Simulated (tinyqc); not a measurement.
Inside a calculation: thin-film optics by transfer matrices. Values are carried at full precision from step to step, so a last printed digit may differ when a step is redone from the rounded ones.

Indices N = n + i k. Snell: N0 sin(theta) = N_j sin(theta_j), with Im(N_j cos theta_j) >= 0. Admittance y_j = N_j cos theta_j for s and N_j/cos theta_j for p. Phase delta_j = 2 pi N_j cos theta_j d_j/lambda. Layer matrix [[cos delta, -i sin delta/y], [-i y sin delta, cos delta]], multiplied from the top down to M. (B, C) = M (1, y_sub); r = (y0 B - C)/(y0 B + C), R = |r|^2, T = 4 Re y0 Re y_sub/|y0 B + C|^2, absorbed in the films 1 - R - T.

Values chosen for the exercise (indices near those of resist on Si; shifted at random, so the results belong to these values and not to a real crystal): lam = 193 nm (vacuum wavelength); n0 = 1.44 (ambient index); n = (1.679, 0.897) (n of resist, substrate); k = (0.019, 2.658) (k in the same order); d = (416) nm (thicknesses, top first); theta = 60 degrees (angle of incidence); pol = p (polarisation).

## Angles, admittances and phases

Form cos theta_j, y_j and delta_j.

cos theta_j: ambient 0.5000, film 1 0.6698+0.0093i, substrate 1.0772+0.0556i

y_j: ambient 2.8800, film 1 2.5067-0.0065i, substrate 0.9575+2.4182i

delta_j (rad): film 1 15.2278+0.3842i

## Layer matrices and their product

Form each matrix and multiply from the top down.

M:
```
                 1                2
1  -0.9532-0.1819i  -0.1388-0.1984i
2  -0.8787-1.2420i  -0.9532-0.1819i
```

Each matrix has determinant 1, and so has M.

## Reflection and transmission

Close the stack on the substrate.

B, C: -0.6064-0.7075i  -1.3516-3.7212i

r = -0.1981-0.1751i
R = 0.0699
T into the substrate = 0.2580
absorbed in the films = 0.6721

The bare substrate would reflect 0.4639.

## Ellipsometric angles

Ellipsometry: rho = tan(Psi) exp(i Delta) = -conj(r_p/r_s) with the r of the admittance formula, Delta in 0 to 360 degrees, so that a bare dielectric at small angles gives Delta = 180.

Repeat the steps for both polarisations.

r_s = -0.5439+0.0742i
r_p = -0.1981-0.1751i
Psi = 25.72 degrees
Delta = 130.75 degrees

## Checks

- R against the recursion of Airy sums from the substrate up: both 0.069932.

Computed by tinyqc, a small Python program: `OMP_NUM_THREADS=1 python tinyqc.py 1651698 1651699 out.jsonl` (the numbers bound the seed that draws the inputs); one thread of a shared host (Intel(R) Xeon(R) Processor @ 2.30GHz), about 0.01 s for the whole set of steps.
